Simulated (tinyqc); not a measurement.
Surface potential of a MOS transistor: implicit equation and explicit approximations: two steps of the calculation.

p-type body, charge-sheet picture, depletion and inversion only, full ionisation (an idealisation for deep acceptors), Boltzmann statistics (rough once Na exp(x - xn) passes about Nc/7). In units of Vt: xg = (Vg - Vfb)/Vt, x = psi/Vt, G = gamma/sqrt(Vt), xn = (2 phiF + Vc)/Vt. The implicit equation is (xg - x)^2 = G^2 [x - 1 + exp(x - xn)] for x above about 3. Cox = eps0 eox/tox.

Inputs (values chosen for the exercise); band and dielectric values close to those of silicon: temperature T = 250 K; band gap Eg = 1.14 eV; relative permittivity eps_r = 11.8; conduction-band density of states at T Nc = 2.1e19 cm^-3; valence-band density of states at T Nv = 2e19 cm^-3; relative permittivity of the gate insulator (close to silicon dioxide) eox = 3.9; insulator thickness tox = 1.5 nm; acceptor density Na = 1.8e18 cm^-3; flat-band voltage Vfb = -0.9 V; channel-body voltage Vc = 0 V; gate-body voltage Vg = 0.81 V.

Constants: q = 1.602176634e-19 C, kB = 1.380649e-23 J/K, Vt = kB T/q, eps0 = 8.8541878128e-14 F/cm where lengths are in cm. Results are converted to the units shown.

Task 1. Scales. ni = sqrt(Nc Nv) exp(-Eg/(2 Vt)), Eg in volts; phiF = Vt ln(Na/ni); gamma = sqrt(2 q eps0 eps_r Na)/Cox; VT = Vfb + Vt (xn + G sqrt(xn - 1)).

Find: phiF; gamma; G; xn; VT; xg.

Result 1.

phiF = 0.51760 V
gamma = 0.33721 V^0.5
G = 2.2974
xn = 48.052
VT = 0.47470 V
xg = 79.375

Task 2. New x. D = exp(x - xn), f = (xg - x)^2 - G^2 (x - 1 + D), f' = -2 (xg - x) - G^2 (1 + D), x(new) = x - f/f'.

x after iteration 2 = 59.500075
G = 2.2974353
xn = 48.051921
xg = 79.374904

Wanted: D; f; f'; x after iteration 3.

Result 2.

D = 9.373e4
f = -4.946e5
f' = -4.948e5
x after iteration 3 = 58.50

Numbers from tinyqc (`OMP_NUM_THREADS=1 python tinyqc.py 2122090 2122091 out.jsonl`; about 0.01 s on one thread of a shared Intel Xeon 2.30GHz).
